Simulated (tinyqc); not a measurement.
## Doping from the ideality factor

Inverse problem. For thermionic-field emission over a Schottky barrier the ideality factor is n = u coth(u) with u = E00/Vt and E00 = (hbar/2) sqrt(Nd/(me m0 eps0 eps_r)) in SI units (volts). Find u, E00 and Nd.

Inputs (values chosen for the exercise); band and dielectric values close to those of indium phosphide:

| symbol | value | unit | meaning |
|---|---|---|---|
| T | 200 | K | temperature |
| me | 0.0791 | m0 | electron mass |
| eps_r | 12.5 |  | relative permittivity |

Constants: q = 1.602176634e-19 C, kB = 1.380649e-23 J/K, eps0 = 8.8541878128e-12 F/m, hbar = 1.054571817e-34 J s, m0 = 9.1093837015e-31 kg, Vt = kB T/q. Results are converted to the units shown.

n = 4.9651587

Solution. u coth(u) rises steadily from 1, so n fixes u; the definition of E00 then gives Nd.

u = 4.965
E00 = 85.56 meV
Nd = 2.100e19 cm^-3

Numbers from tinyqc (`OMP_NUM_THREADS=1 python tinyqc.py 2640075 2640076 out.jsonl`; about 0.04 s on one thread of a shared Intel Xeon 2.30GHz).
